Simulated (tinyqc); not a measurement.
# Changing the magnetic field B

Model: Hall effect and magnetoresistance of several carrier groups with constant relaxation times. Computed by tinyqc, a small Python program. Command: `OMP_NUM_THREADS=1 python tinyqc.py 3027578 3027579 out.jsonl hall2 sweep`. One thread of a shared host (Intel(R) Xeon(R) Processor @ 2.30GHz), about 0.01 s of CPU time with the checks.

Group 1 has charge -e and group 2 charge -e; s_i is that sign. B lies along z; mu B is formed with mu in m^2/(V s).

Inputs (values chosen for the exercise, for a model conductor):

| quantity | value | unit |
|---|---|---|
| density n1 | 1.8e+16 | 1/cm^3 |
| mobility mu1 | 20000 | cm^2/(V s) |
| density n2 | 2.3e+15 | 1/cm^3 |
| mobility mu2 | 2700 | cm^2/(V s) |

Carriers: two electron groups. Densities: per volume.

Constants: e = 1.602176634e-19 C.

Method. sigma_xx = sum n_i e mu_i/(1 + mu_i^2 B^2); sigma_xy = sum s_i n_i e mu_i^2 B/(1 + mu_i^2 B^2). rho_xx = sigma_xx/(sigma_xx^2 + sigma_xy^2); Hall coefficient R_H = sigma_xy/(B (sigma_xx^2 + sigma_xy^2)), with B in V s/cm^2 (1 T = 1e-4 V s/cm^2); magnetoresistance MR = rho_xx(B)/rho_xx(0) - 1. Apparent density 1/(e |R_H|); Hall mobility |R_H|/rho_xx.

One run for each value:

| magnetic field B (T) | magnetoresistance MR (%) | apparent density (1/cm^3) | Hall mobility (cm^2/(V s)) | Hall coefficient R_H (cm^3/C) |
|---|---|---|---|---|
| 0.025 | 3.1180e-03 | 1.8583e+16 | 19706 | -335.87 |
| 0.056 | 1.5642e-02 | 1.8584e+16 | 19703 | -335.86 |
| 0.12 | 7.1751e-02 | 1.8585e+16 | 19690 | -335.83 |
| 0.28 | 3.8842e-01 | 1.8594e+16 | 19619 | -335.67 |
| 0.61 | 1.7966e+00 | 1.8634e+16 | 19306 | -334.95 |
| 1.4 | 8.3179e+00 | 1.8821e+16 | 17963 | -331.63 |
| 3 | 2.4857e+01 | 1.9312e+16 | 15187 | -323.19 |
| 6.7 | 4.4594e+01 | 1.9933e+16 | 12706 | -313.12 |
| 15 | 5.3050e+01 | 2.0212e+16 | 11838 | -308.81 |

Describe and explain the trends.

Over the rows, magnetoresistance MR (%) rises from 0.00312 to 53.0 (exponent d ln y / d ln x 2.0 between the first rows and 0.22 between the last); apparent density (1/cm^3) rises from 1.86e16 to 2.02e16; Hall mobility (cm^2/(V s)) falls from 19700 to 11800 (exponent d ln y / d ln x -1.8e-4 between the first rows and -0.088 between the last). At the low end the exponent of magnetoresistance MR is 2.00, close to 2: the quadratic law.
